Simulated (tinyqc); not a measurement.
Three-level Kane dispersion of a narrow-gap semiconductor: sweeps and comparisons. A value that a table varies takes the place of the one given here.

Zero of energy at Gamma8, c = hbar^2/2m0, P^2 = Ep c. The free-electron term and remote bands are left out, so the heavy holes are flat at E = 0 and the other three bands obey E (E - Eg)(E + Dso) = P^2 k^2 (E + 2 Dso/3). The conduction band is the highest root; its edge is Ec = max(Eg, 0).

Degenerate electrons at T = 0: kF = (3 pi^2 n)^(1/3), 1 cm^-3 = 1e-24 angstrom^-3; EF is the highest root at kF. The momentum (cyclotron, optical) mass is m(E) = hbar^2 k/(dE/dk) = c d(k^2)/dE with d(k^2)/dE = k^2 [1/E + 1/(E - Eg) + 1/(E + Dso) - 1/(E + 2 Dso/3)]; the density of states is k d(k^2)/dE/(2 pi^2).

Edge mass m0* = Eg (Eg + Dso)/(Ep (Eg + 2 Dso/3)).
Constants: hbar^2/2m0 = 3.80998211 eV angstrom^2.

Inputs chosen for the exercise (near those of InAs; not measured data):
```
symbol  value    unit        meaning
Eg      0.398    eV          E(Gamma6) - E(Gamma8)
Dso     0.4      eV          spin-orbit splitting
Ep      21.7     eV          Kane energy
k       0.007    1/angstrom  wave vector
n       1.1e+18  cm^-3       electron density
```

## Filling the band

n from 1e15 to 1e19 cm^-3. The last column is the local power d ln(EF - Ec)/d ln n = kF^2/(1.5 (EF - Ec) d(k^2)/dE).

Results:
```
n (cm^-3),kF (1/angstrom),EF - Ec (meV),parabolic (meV),m(EF),m(EF)/m0*,power
1.0e+15,0.00309,1.6,1.7,0.0222,1.01,0.664
1.0e+16,0.00667,7.6,7.7,0.0228,1.03,0.656
3.0e+16,0.00961,15.4,16.0,0.0236,1.07,0.645
1.0e+17,0.01436,33.2,35.7,0.0253,1.15,0.623
3.0e+17,0.02071,64.8,74.2,0.0284,1.29,0.592
1.0e+18,0.03094,128.6,165.6,0.0346,1.57,0.546
3.0e+18,0.04462,228.6,344.5,0.0442,2.01,0.501
1.0e+19,0.06665,406.2,768.6,0.0610,2.77,0.456
```

The power falls from 0.664 to 0.456: 2/3 marks a parabola, 1/3 a linear band. The parabola is within 10 % up to n = 1.0e+17 cm^-3. The mass has doubled by n = 3.0e+18 cm^-3 and ends at 2.8 times its edge value.

## Closing and inverting the gap

Eg is varied at fixed k, Dso and Ep. Edge mass: Eg (Eg + Dso)/(Ep (Eg + 2 Dso/3)) for Eg > 0, 3 |Eg|/(2 Ep) for Eg < 0. The Gamma6 weight of the conduction state is 1/(1 + P^2 k^2 [(2/3)/E^2 + (1/3)/(E + Dso)^2]).

Results:
```
Eg (eV),m0*,highest root (eV),middle (eV),lowest (eV),E - Ec (meV),Gamma6 weight
-0.400,0.02765,0.0067,-0.3668,-0.4399,6.7,0.016
-0.200,0.01382,0.0129,-0.2061,-0.4067,12.9,0.058
-0.080,0.00553,0.0262,-0.1020,-0.4043,26.2,0.202
-0.020,0.00138,0.0442,-0.0606,-0.4036,44.2,0.418
0.020,0.00135,0.0647,-0.0414,-0.4032,44.7,0.605
0.080,0.00510,0.1077,-0.0249,-0.4028,27.7,0.808
0.200,0.01185,0.2148,-0.0125,-0.4023,14.8,0.942
0.400,0.02212,0.4083,-0.0066,-0.4017,8.3,0.982
```

The edge mass vanishes with |Eg| from both sides, yet the kinetic energy at this k stays finite, at most 44.7 meV in the table; at Eg = 0 the two-level form, without the split-off band, gives the linear value sqrt(2/3) P k = 52.0 meV. The Gamma6 weight of the conduction state goes smoothly from 0.02 to 0.98 and is 0.42 and 0.61 in the two rows next to Eg = 0: at finite k nothing jumps at the inversion.

## What each parameter does

Edge mass, EF - Ec and m(EF). Each row changes one parameter from the base and keeps the others.

Results:
```
case,m0* (m0),EF - Ec (meV),m(EF) (m0)
base,0.02202,135.48,0.03527
n = 2.2e+18 cm^-3,0.02202,195.31,0.04101
Eg = 0.3383 eV,0.01903,147.45,0.03357
Dso = 0.34 eV,0.02167,137.16,0.03493
Ep = 24.955 eV,0.01915,151.65,0.03202
```

The largest shifts from the base row, up to three for each result and ties (the steps differ in size, so this ranks the rows, not the parameters). m0* (m0): Eg -0.00299, Ep -0.00287, Dso -0.00035; unchanged at the printed digits by n. EF - Ec (meV): n +59.83, Ep +16.17, Eg +11.97. m(EF) (m0): n +0.00574, Ep -0.00325, Eg -0.00170.

Run: tinyqc, `OMP_NUM_THREADS=1 python tinyqc.py 1080931 1080932 out.jsonl`; Intel(R) Xeon(R) Processor @ 2.30GHz, one thread, shared host; about 0.01 s of CPU time with all checks.
